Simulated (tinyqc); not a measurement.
The choice of windows: ionisation potential and affinity of a slab from the planar-averaged potential.

A model of the planar-averaged electrostatic energy of an electron in a periodic cell of N1 periods of A (L1 = N1 n1 h) and N2 periods of vacuum (L2 = N2 n2 h), on z_j = j h: V(z) = f VA + (1 - f) VB + F t(z), VA = V1[0] + V1[1] cos(2 pi z/(n1 h)) + V1[2] cos(4 pi z/(n1 h)), VB the same with V2, n2 and z - L1. f = [tanh(z/w) - tanh((z - L1)/w) + tanh((z - L1 - L2)/w)]/2 + 1/2; t(z) = z - L1/2 in A and (L1/L2)(L1 + L2/2 - z) beyond, so that the cell is periodic.

Running mean over n points, periodic: for odd n the plain mean of the n points centred on j; for even n the n + 1 points with half weight at both ends. The macroscopic average applies the mean over n1 points and then over n2 points.

Parameters, chosen for this exercise (gap near that of Si; shifted at random, so the results belong to these values and not to a real crystal):

| symbol | value | unit | meaning |
|---|---|---|---|
| h | 0.3 | angstrom | grid step |
| n1 | 7 |  | grid points per period of A |
| n2 | 6 |  | grid points per period of the vacuum filter |
| N1 | 4 |  | periods of A |
| N2 | 4 |  | periods of vacuum |
| V1 | (-11.69, 3.57, 0.87) | eV | mean and two harmonics of the potential in A |
| V2 | (0, 0, 0) | eV | the same in vacuum |
| w | 0.46 | angstrom | width of the interfaces |
| F | 0 | eV/angstrom | slope in A from opposite charges on the two interfaces |

dV read at j = 14 and 40 after means over the numbers of points listed; ripple is the spread over the five points around each.

Results:

| windows | dV (eV) | ripple in A (meV) | ripple in vacuum (meV) |
|---|---|---|---|
| none | 7.250 | 6018 | 0 |
| 7 only | 11.690 | 0 | 0 |
| 6 only | 11.244 | 483 | 0 |
| 8 only | 12.024 | 363 | 1 |
| 8, 7 | 11.689 | 0 | 5 |
| 7, 6 | 11.690 | 0 | 2 |

Which rows can be used, and how does a wrong window show?

The last row matches both periods and lies 0 meV from the value of a thick cell, V2[0] - V1[0] = 11.690 eV. Against it the raw potential errs by -4.44 eV. Within 20 meV of it lie: 7 only and 8, 7. A window one point too long leaves a ripple of 363 meV in A, against 0 meV in the last row: the ripple is the sign to look for. Rows to use, with under 30 meV of ripple in both regions once the tilt is taken off: 7 only, 8, 7 and 7, 6. A row with a large ripple can hit the right value only by chance.

Run: tinyqc, `OMP_NUM_THREADS=1 python tinyqc.py 1851081 1851082 out.jsonl`; Intel(R) Xeon(R) Processor @ 2.30GHz, one thread, shared host; about 0.01 s of CPU time with all checks.
